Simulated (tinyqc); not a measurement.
# Polycrystalline film, grain-boundary barriers (Seto model): effect of the temperature

One-dimensional grains of size Lg with donors N; each boundary has Qt acceptor-like traps per area at one level Et below the band edge. Trapped electrons qt deplete a width w = qt/N (both sides together) and raise a barrier Vb = q N w^2/(8 eps0 eps_r). Current crosses the barriers by thermionic emission at small bias. Abrupt depletion, full ionisation, Boltzmann statistics.

Nc is given at 325 K and scales as (T/325 K)^1.5; mg and vc are fixed. Partly depleted grains: the density at the grain centre is n0 = N and qt = Qt/(1 + 2 (Nc/N) exp((Vb - Et)/Vt)). If that gives qt >= N Lg, the grains are fully depleted: qt = N Lg, w = Lg and n0 = 2 Nc exp((Vb - Et)/Vt)/(Qt/(N Lg) - 1). Resistivity: barriers rb = Vt exp(Vb/Vt)/(q n0 vc Lg), grain interior rg = (1 - w/Lg)/(q mg N); effective mobility 1/(q N (rb + rg)).

Inputs (values chosen for the exercise); values close to those of polycrystalline silicon:
- eps_r = 11.7 (relative permittivity of the semiconductor)
- Lg = 30 nm (grain size)
- Qt = 3.9e12 cm^-2 (trap density at a boundary)
- N = 3.9e18 cm^-3 (donor density)
- mg = 270 cm^2/(V s) (mobility inside a grain)
- vc = 9.5e6 cm/s (collection velocity at the barrier)
- Nc = 3.16e19 cm^-3 (conduction-band density of states at the reference temperature)
- Et = 0.47 eV (trap level below the band edge)

Constants: q = 1.602176634e-19 C, kB = 1.380649e-23 J/K, Vt = kB T/q, eps0 = 8.8541878128e-14 F/cm where lengths are in cm. Results are converted to the units shown.

The same in every row: n0 (cm^-3) = 3.900e18.

Result of one run:
```
w/Lg,Vb (V),resistivity (ohm cm)
0.3333,0.07540,0.03478
```

Which temperature T gave this result: 220, 280, 310, 340 or 370 K?

T = 280 K.

The whole series:
```
T (K),w/Lg,Vb (V),resistivity (ohm cm)
220,0.3333,0.07540,0.06075
250,0.3333,0.07540,0.04400
280,0.3333,0.07540,0.03478
310,0.3333,0.07540,0.02918
340,0.3333,0.07539,0.02552
370,0.3333,0.07538,0.02300
400,0.3333,0.07536,0.02118
430,0.3331,0.07531,0.01983
```

As T goes from 220 to 430 K, the barrier stays near 0.0754 V and the resistivity falls from 0.0608 to 0.0198 ohm cm. The grains are fully depleted in 0 of the 8 rows. The activation energy between the first two rows is 0.0510 eV.

tinyqc, about 0.01 s, one thread, Intel Xeon 2.30GHz (shared host): `OMP_NUM_THREADS=1 python tinyqc.py 2610111 2610112 out.jsonl`
